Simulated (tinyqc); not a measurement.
# Surface potential of a MOS transistor: implicit equation and explicit approximations, step by step

tinyqc, about 0.01 s, one thread, Intel Xeon 2.30GHz (shared host): `OMP_NUM_THREADS=1 python tinyqc.py 2122121 2122122 out.jsonl` Printed values are rounded.

p-type body, charge-sheet picture, depletion and inversion only, full ionisation (an idealisation for deep acceptors), Boltzmann statistics (rough once Na exp(x - xn) passes about Nc/7). In units of Vt: xg = (Vg - Vfb)/Vt, x = psi/Vt, G = gamma/sqrt(Vt), xn = (2 phiF + Vc)/Vt. The implicit equation is (xg - x)^2 = G^2 [x - 1 + exp(x - xn)] for x above about 3. Cox = eps0 eox/tox.

Inputs (values chosen for the exercise); band and dielectric values close to those of silicon:
```
symbol,value,unit,meaning
T,250,K,temperature
Eg,1.12,eV,band gap
eps_r,11.5,,relative permittivity
Nc,2.16e19,cm^-3,conduction-band density of states at T
Nv,2.03e19,cm^-3,valence-band density of states at T
eox,21.9,,relative permittivity of the gate insulator (close to hafnium oxide)
tox,36,nm,insulator thickness
Na,4e16,cm^-3,acceptor density
Vfb,-0.53,V,flat-band voltage
Vc,1,V,channel-body voltage
Vg,1.53,V,gate-body voltage
```

Constants: q = 1.602176634e-19 C, kB = 1.380649e-23 J/K, Vt = kB T/q, eps0 = 8.8541878128e-14 F/cm where lengths are in cm. Results are converted to the units shown.

## Scales

ni = sqrt(Nc Nv) exp(-Eg/(2 Vt)), Eg in volts; phiF = Vt ln(Na/ni); gamma = sqrt(2 q eps0 eps_r Na)/Cox; VT = Vfb + Vt (xn + G sqrt(xn - 1)).

phiF = 0.425127 V
gamma = 0.212096 V^0.5
G = 1.44503
xn = 85.8852
VT = 1.60707 V
xg = 95.6212

## Explicit approximation

Depletion value a = 1 + [sqrt(G^2/4 + xg - 1) - G/2]^2; inversion value b = xn + ln[(xg - xn)^2/G^2 - xn + 1] and first guess y = min(a, b) - ln(1 + exp(-|a - b|)) if a > xn + 1, else b = y = a; one second-order correction with D = exp(y - xn), p = 2 (xg - y) + G^2 (1 + D), w = (xg - y)^2 - G^2 (y - 1 + D): z = y + 2 w/(p + sqrt(p^2 - 2 (2 - G^2 D) w)), or the Newton step z = y + w/p where the root is not real.

a = 82.5703
b = 82.5703
y = 82.5703
p = 28.2659
w = -0.0758708
z = 82.5676

The root of the implicit equation is x = 82.5676; y misses it by 0.0027 and z by -8.6e-12, in units of Vt.

## Starting value

x = a rounded to two decimals.

x at the start = 82.57

## Iteration 1: new x

D = exp(x - xn), f = (xg - x)^2 - G^2 (x - 1 + D), f' = -2 (xg - x) - G^2 (1 + D), x(new) = x - f/f'.

D = 0.0363250
f = -0.0683935
f' = -28.2664
x after iteration 1 = 82.5676

## Iteration 2: new x

As before.

D = 0.0362373
f = 5.63263e-6
f' = -28.2711
x after iteration 2 = 82.5676

## Course of the iteration

Stop when the step is below 1e-11, or after 60 iterations.

Course of the iteration:
```
iteration  x before the step      step
1                      82.57  -2.42e-3
2                    82.5676   1.99e-7
3                    82.5676         0
```

Converged in 3 iterations.

## Potential, charges and gate control

converged x = 82.5676

psi = Vt x; N_dep = Cox Vt G sqrt(x - 1)/q; N_inv = (Cox Vt G/q) [sqrt(x - 1 + exp(x - xn)) - sqrt(x - 1)]; dpsi/dVg = 1/[1 + G^2 (1 + exp(x - xn))/(2 (xg - x))].

psi = 1.77878 V
N_dep = 9.45210e11 cm^-2
N_inv = 2.0994e8 cm^-2
dpsi/dVg = 0.923463

psi lies 3.3 Vt below 2 phiF + Vc.
